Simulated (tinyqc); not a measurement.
## Single-photon avalanche diode, trigger probability and counting: effect of the width of the multiplication layer

A multiplication layer of width W with the uniform field V/W; alpha = an exp(-bn/E) for electrons, beta = ap exp(-bp/E) for holes (local model, no dead space). a = alpha W, b = beta W. Electrons enter at x = 0, holes at x = W. P0 is the probability that an electron entering at 0 starts a lasting avalanche, PW the same for a hole entering at W.

Breakdown: ln(a/b) = a - b with a not equal to b. Above it PW/(1 - PW) = [P0/(1 - P0)] exp(b - a) and b ln(1 - P0) = a ln(1 - PW); the mean over pairs made evenly in the layer is Pm = ln[(1 - PW)/(1 - P0)]/(a - b). The excess bias is 10 % of VB in every row.

Parameters, values chosen for the exercise; ionisation coefficients close to those of indium phosphide:
```
symbol,value,unit,meaning
an,1.12e7,1/cm,electron prefactor
bn,3.14,MV/cm,electron field
ap,4.65e6,1/cm,hole prefactor
bp,2.5,MV/cm,hole field
```

Result of one run:
```
W (um),VB (V),E at VB (MV/cm),beta/alpha at VB,P0,PW
0.15,9.0272,0.60181,1.2025,0.58521,0.61736
```

What becomes of these results when the width of the multiplication layer W is changed from 0.15 to 1.8 um, all else the same?

Result of the changed run:
```
W (um),VB (V),E at VB (MV/cm),beta/alpha at VB,P0,PW
1.8,70.570,0.39205,2.1242,0.65483,0.85742
```

The whole series:
```
W (um),VB (V),E at VB (MV/cm),beta/alpha at VB,P0,PW
0.15,9.0272,0.60181,1.2025,0.58521,0.61736
0.25,13.560,0.54241,1.3510,0.60605,0.67714
0.41,20.295,0.49499,1.5127,0.62257,0.73031
0.67,30.511,0.45538,1.6928,0.63587,0.77798
1.1,46.341,0.42128,1.8967,0.64657,0.82063
1.8,70.570,0.39205,2.1242,0.65483,0.85742
3,109.70,0.36568,2.3895,0.66117,0.88983
5,171.29,0.34259,2.6888,0.66552,0.91665
```

As W grows, VB rises from 9.03 to 171 V, as W^(0.84) on average, the breakdown field falls from 0.602 to 0.343 MV/cm and beta/alpha rises from 1.20 to 2.69. At equal relative excess P0 rises from 0.585 to 0.666 and PW rises from 0.617 to 0.917. For W = 0.15, 0.25 dead space and band-to-band tunnelling, left out here, matter.

Numbers from tinyqc (`OMP_NUM_THREADS=1 python tinyqc.py 2630027 2630028 out.jsonl`; about 0.01 s on one thread of a shared Intel Xeon 2.30GHz).
